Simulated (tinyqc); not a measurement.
# Collinear exchange A + BC -> AB + C on a London-Eyring-Polanyi-Sato surface: saddle, string of images and rate, step by step

A worked calculation. Computed by tinyqc, a small Python program that keeps every step. Command: `OMP_NUM_THREADS=1 python tinyqc.py 3112035 3112036 out.jsonl leps walk`. One thread of a shared host (Intel(R) Xeon(R) Processor @ 2.30GHz), about 0.04 s of CPU time with the checks. Intermediate numbers are printed to about 6 digits and carried at full precision; extremes and crossings named in words are read from the listed rows.

x = r(AB), y = r(BC), r(AC) = x + y. V is counted from separated atoms, the barrier from A + BC, that is V + D(BC).

Inputs (values chosen for the exercise, for a model exchange): D(AB) = 3.18 eV; r0(AB) = 1.11 angstrom; beta(AB) = 1.58 1/angstrom; D(BC) = 4.79 eV; r0(BC) = 1.2 angstrom; beta(BC) = 1.65 1/angstrom; D(AC) = 3.07 eV; r0(AC) = 1.46 angstrom; beta(AC) = 1.85 1/angstrom; Sato parameter S = 0.066; mass of A = 19 u; mass of B = 1.008 u; mass of C = 12 u; temperature T = 700 K; step of the string = 0.015 angstrom^2/eV.

Constants: nu for 1 eV/(angstrom^2 u) = 15.6333042 THz; h x 1 THz = 4.135667696 meV; k_B = 1.380649e-23 J/K; u = 1.6605390666e-27 kg; k_B = 8.617333262e-05 eV/K.

## One point of the surface

For each pair, with u = exp(-beta (r - r0)): Q = D [(3 + S) u^2 - (2 + 6 S) u]/(4 (1 + S)), J = D [(1 + 3 S) u^2 - (6 + 2 S) u]/(4 (1 + S)); V = Q1 + Q2 + Q3 - sqrt(((J1 - J2)^2 + (J2 - J3)^2 + (J3 - J1)^2)/2). Take x = r0(AB) + 0.3 and y = r0(BC) + 0.1 angstrom.

Pair terms:
```
pair         u     Q (eV)    J (eV)
AB    0.622507  -0.226273  -2.50057
BC    0.847894   0.193967  -4.87314
AC    0.099013  -0.149164  -0.42868
```

V = -4.03342 eV

## Relaxing the string

String of 9 images between the fixed ends (r0(AB) + 2, r0(BC)) and (r0(AB), r0(BC) + 2), started on the two straight legs through (r0(AB) + 0.3, r0(BC) + 0.3): each iteration moves the inner images by -step x gradient (central differences) and spaces them evenly again along the broken line (coordinates are kept between 0.2 and 8 angstrom); stop when no coordinate changes by more than 1e-5 angstrom, at most 400 iterations.

Course:
```
iteration  highest inner image above A + BC (eV)  largest move (angstrom)
1                                        1.78572              4.11842e-02
2                                        1.76370              3.63952e-02
3                                        1.74690              2.99925e-02
4                                        1.73450              2.34048e-02
5                                        1.72555              1.75807e-02
6                                        1.71922              1.28530e-02
7                                        1.71482              9.21400e-03
...                                          ...                      ...
46                                       1.70642              2.36277e-05
47                                       1.70642              1.99713e-05
48                                       1.70642              1.68659e-05
49                                       1.70642              1.42313e-05
50                                       1.70643              1.19983e-05
51                                       1.70643              1.01075e-05
52                                       1.70643              8.52237e-06
```

Images at the end:
```
image  x (angstrom)  y (angstrom)  V + D(BC) (eV)
0           3.11000       1.20000         0.02504
1           2.66216       1.20103         0.05463
2           2.21433       1.20399         0.12621
3           1.76844       1.23030         0.32181
4           1.39106       1.46090         1.04098
5           1.19160       1.86151         1.67438
6           1.12592       2.30451         1.70643
7           1.11349       2.75217         1.66591
8           1.11000       3.20000         1.63848
```

last move = 8.52237e-06 angstrom

Converged in 52 iterations.

## Saddle by Newton steps

From the highest inner image, z -> z - H^-1 g with gradient g and Hessian H by central differences, steps capped at 0.15 angstrom, 12 steps.

The first seven points:
```
step        x        y  V + D(BC) (eV)  |g| (eV/angstrom)
0     1.12592  2.30451         1.70643        8.43552e-02
1     1.13374  2.15471         1.71591        4.76219e-02
2     1.14170  2.09707         1.71664        1.31072e-02
3     1.14135  2.10675         1.71668        3.12197e-04
4     1.14135  2.10700         1.71668        1.94546e-07
5     1.14135  2.10700         1.71668                  0
6     1.14135  2.10700         1.71668                  0
```

saddle (x, y) (angstrom): [1.14135, 2.10700]

barrier = 1.71668 eV

Hessian (eV/angstrom^2), rows x, y:
$$\begin{pmatrix}
12.9657 & 1.5774 \\
1.5774 & -0.5955
\end{pmatrix}$$

The highest image lies 10.3 meV below the saddle. Stretches at the saddle: AB 0.031, BC 0.907 angstrom, for a reaction energy D(BC) - D(AB) = +1.61 eV: a late barrier for an endothermic step.

## Frequencies at the saddle

Wilson matrix G = [[1/m_A + 1/m_B, -1/m_B], [-1/m_B, 1/m_B + 1/m_C]]; eigenvalues lambda of G H give nu = 15.6333042 THz x sqrt(|lambda|), the negative one being imaginary. Reactant: nu_BC from k = 2 D beta^2 and 1/m_B + 1/m_C. Skew angle: cos = sqrt(m_A m_C/((m_A + m_B)(m_B + m_C))).

imaginary frequency = 5.91923 THz

real frequency at the saddle = 49.2346 THz

nu_BC = 82.7946 THz

skew angle = 20.6151 degrees

## Transition-state rate

One-dimensional rate constant without tunnelling, k = sqrt(k_B T/(2 pi mu)) [sinh(h nu_BC/(2 k_B T))/sinh(h nu_s/(2 k_B T))] exp(-barrier/(k_B T)) with mu = m_A (m_B + m_C)/(m_A + m_B + m_C); Wigner factor 1 + (h nu_i/(k_B T))^2/24; adiabatic barrier = barrier + h (nu_s - nu_BC)/2.

adiabatic barrier = 1.64728 eV

rate constant k = 4.93449e-08 cm/s

Wigner factor = 1.00686

## Rate against temperature

The formulas are those given above.

Rates; the last column is k_B T^2 d ln k/dT:
```
T (K)     k (cm/s)  Wigner factor  activation energy (eV)
300    4.81496e-24        1.03736                 1.66029
400    4.61675e-17        1.02102                 1.66506
550    2.50250e-11        1.01112                 1.67354
750    3.17757e-07        1.00598                 1.68699
1000   2.23738e-04        1.00336                 1.70497
1400   6.64812e-02        1.00172                 1.73251
2000   5.14787e+00        1.00084                 1.76917
```

The activation energy goes from 1.660 eV at 300 K, near the adiabatic barrier plus k_B T/2 (1.660), to 1.769 eV at 2000 K; the classical limit is the barrier plus k_B T/2 (1.803).

Checks made by the program: V for A far away against -D(BC) (relative difference below 1e-10).
